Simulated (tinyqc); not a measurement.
Inside a calculation: interface roughness in a thin film (subband fluctuation and scattering). Values are carried at full precision from step to step, so a last printed digit may differ when a step is redone from the rounded ones.

Square well of width t, barriers V0, c = hbar^2/2m0: E1 solves k t + 2 atan[(k/mz)/(kappa/mb)] = pi, k = sqrt(mz E/c), kappa = sqrt(mb (V0 - E)/c). One interface is rough, so the subband edge fluctuates by G dt with G = |dE1/dt| (central difference of 0.01 angstrom; 2 E1/t for hard walls).

Constants: hbar^2/2m0 = 3.80998211 eV angstrom^2; e^2/(4 pi eps0) = 14.39964547 eV angstrom; hbar = 6.58211957e-16 eV s.

Values chosen for the exercise (near those of a thin Si channel on (100), two-fold valleys; the results hold for these values, not for the real material): t = 38 angstrom (film thickness); mz = 0.907 m0 (confinement mass); V0 = 3.13 eV (barrier); mb = 0.49 m0 (barrier mass); D = 3.7 angstrom (rms height of the roughness); md = 0.185 m0 (mass in the plane); gv = 2 (valleys); Lc = 22 angstrom (correlation length); Ns = 0.94 x 1e12/cm^2 (sheet density); eps = 8.2 (mean dielectric constant at the channel); Lg = 120 angstrom (gate length); Wg = 400 angstrom (gate width).

## Sensitivity of the level to thickness

Give E1, G, the hard-wall values and the rms fluctuation G D.

E1 = 26.29 meV
G = |dE1/dt| = 1.3241 meV/angstrom

hard walls: E1 (meV) and G (meV/angstrom): [28.711, 1.511]

G D = 4.90 meV

Hard walls overstate G by a factor 1.14, and the scattering rate, which goes as G^2, by 1.30.

## The angular integrand

Gaussian roughness spectrum S(q) = pi D^2 Lc^2 exp(-q^2 Lc^2/4). Degenerate gas, taken to fill one subband (the second starts to fill once c kF^2/md exceeds E2 - E1, which is not tested here): kF = sqrt(2 pi Ns/gv), q = 2 kF sin(theta/2), 1/tau = (md/(2 pi c hbar)) G^2 times the integral from 0 to pi of S(q)(1 - cos theta)/eps(q)^2 dtheta, eps(q) = 1 + qs/q with screening (qs = gv md q0/(c eps), q0 = e^2/(4 pi eps0), form factors left out, which overstates the screening; other scattering is left out too, so these values lie far above measured mobilities in all but the thinnest films) or 1 without; mobility = tau c2/md with c2 = e/m0 = 1.75882e15 cm^2/(V s^2); 1e12/cm^2 = 1e-4/angstrom^2.

kF, qs, and exp(-q^2 Lc^2/4)(1 - cos theta) without and with the factor 1/eps^2 at theta = 30, 60, ..., 180 degrees.

kF = 0.01718 1/angstrom
qs = 0.1705 1/angstrom

Integrand:
```
theta  q (1/angstrom)   bare  eps(q)  screened
30             0.0089  0.133   20.17  0.000326
60             0.0172  0.482   10.92   0.00404
90             0.0243  0.931    8.02    0.0145
120            0.0298   1.35    6.73    0.0298
150            0.0332   1.63    6.14    0.0434
180            0.0344   1.73    5.96    0.0488
```

kF Lc = 0.38: the roughness is short-ranged for these electrons, and back-scattering dominates.

## Scattering time and mobility

Integrate over theta.

Results:
```
case      integral   tau (fs)  mobility (cm^2/(V s))
bare         2.824      826.4                   7856
screened   0.06092  3.831e+04              3.642e+05
```

Screening raises the mobility by a factor 46.4. With it kF l = 708, so by this rate the carriers are far from localisation. G D = 4.9 meV is more than half of EF - E1 = 6.1 meV, though, which makes the Born rate doubtful.

## Threshold variation

Averaged over an area A = Lg Wg much larger than Lc^2, the thickness varies by D sqrt(pi Lc^2/A), so sigma(Vt) = G D Lc sqrt(pi/A)/e; the Pelgrom coefficient is sigma sqrt(A) (1 micrometre = 1e4 angstrom).

rms of the mean thickness = 0.659 angstrom
sigma(Vt) = 0.872 mV
coefficient = 0.0191 mV micrometre

The electrostatic effect of the thickness is left out.

## Checks

- G from the envelope at the wall, psi(t/2)^2 (E1 + c mz (kappa/mb)^2), against the difference quotient, meV/angstrom: both 1.324.
- Bare integral for Lc -> 0 against pi: both 3.1416.

(tinyqc, `OMP_NUM_THREADS=1 python tinyqc.py 1280513 1280514 out.jsonl`, Intel(R) Xeon(R) Processor @ 2.30GHz, 1 thread, shared host, about 0.01 s.)
